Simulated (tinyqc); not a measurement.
Which input was changed? Model: straight dislocations in isotropic elasticity: fields, energies, partials, Peierls stress and walls. Computed by tinyqc, a small Python program. Command: `OMP_NUM_THREADS=1 python tinyqc.py 3006029 3006030 out.jsonl disloc which`. One thread of a shared host (Intel(R) Xeon(R) Processor @ 2.30GHz), about 0.04 s of CPU time with the checks.

The line runs along z, the glide plane is y = 0, and beta is the angle between b and the line (0 screw, 90 degrees edge): b_e = b sin(beta) along +x with the extra half plane at y > 0, b_s = b cos(beta). Stress is positive in tension.

Inputs (values chosen for the exercise, modelled on nickel):

| quantity | value | unit |
|---|---|---|
| shear modulus G | 77.7 | GPa |
| Poisson ratio nu | 0.309 | - |
| Burgers vector b | 2.492 | angstrom |
| dislocation density rho | 4.4e+13 | 1/m^2 |
| core radius r0/b | 1 | - |
| unstable fault energy gamma_us | 342 | mJ/m^2 |
| tilt angle theta | 0.4 | degrees |
| source length l | 1800 | nm |

Character: screw.

Constants: 1 eV/angstrom^3 = 160.2176634 GPa.

Method:
- Energy factor K = G [cos^2(beta) + sin^2(beta)/(1 - nu)].
- E = K b^2/(4 pi) ln(R/r0) with R = 1/(2 sqrt(rho)); tension T = E + d^2E/d(beta)^2 = G b^2 [1 + nu - 3 nu sin^2(beta)]/(4 pi (1 - nu)) ln(R/r0). The core energy is taken into r0.
- Misfit energy gamma(u) = (gamma_us/2)(1 - cos(2 pi u/b)), so the largest restoring stress is tau_max = pi gamma_us/b; u(x) = b/2 + (b/pi) arctan(x/zeta), zeta = K b/(4 pi tau_max). Summing the misfit energy over atomic rows a' apart gives, for a wide core, W_P = (K b^2/pi) exp(-2 pi zeta/a') and sigma_P = (K b/a') exp(-2 pi zeta/a'); a' = b/2 for edge and 30-degree lines, b sqrt(3)/2 for screw and 60-degree lines.
- Frank-Read source, averaged over the loop: tau = G b/(2 pi l) [(1 - nu/2)/(1 - nu)] ln(l/r0). Taylor hardening: tau = 0.3 G b sqrt(rho).
- A symmetric tilt wall of edge dislocations has the spacing h = b/(2 sin(theta/2)); Read-Shockley: gamma_b = E0 theta (A - ln theta), E0 = G b/(4 pi (1 - nu)), A = 1 + ln(b/(2 pi r0)), theta in radians.

Question. One of these inputs alone was changed, within the range given: Burgers vector b (1.246 to 4.984); dislocation density rho (2.2e+13 to 8.8e+13); tilt angle theta (0.2 to 0.8); core radius r0/b (0.5 to 2). Which one, and to what value?

Results:

| run | boundary energy (mJ/m^2) | Frank-Read stress (MPa) | Peierls stress sigma_P (MPa) |
|---|---|---|---|
| before | 64.24142 | 18.61280 | 2.717419 |
| after | 69.18339 | 19.27782 | 2.717419 |

Answer.

Each candidate set to reproduce boundary energy, and what it then gives:

| candidate | range searched | value needed | Frank-Read stress (MPa) | Peierls stress sigma_P (MPa) |
|---|---|---|---|---|
| Burgers vector b (angstrom) | 1.246 to 4.984 | 2.684 | 19.877 | 1.2205 |
| dislocation density rho (1/m^2) | 2.2e+13 to 8.8e+13 | no effect | - | - |
| tilt angle theta (degrees) | 0.2 to 0.8 | 0.4413 | 18.613 | 2.7174 |
| core radius r0/b | 0.5 to 2 | 0.7280 | 19.278 | 2.7174 |

Only core radius r0/b fits every result: it went from 1 to 0.728. The next best candidate, tilt angle theta, misses one result by 3.4 %.

Caution: the source is longer than the mean dislocation spacing 1/sqrt(rho), so the forest would pin it into shorter segments and its stress is only formal.
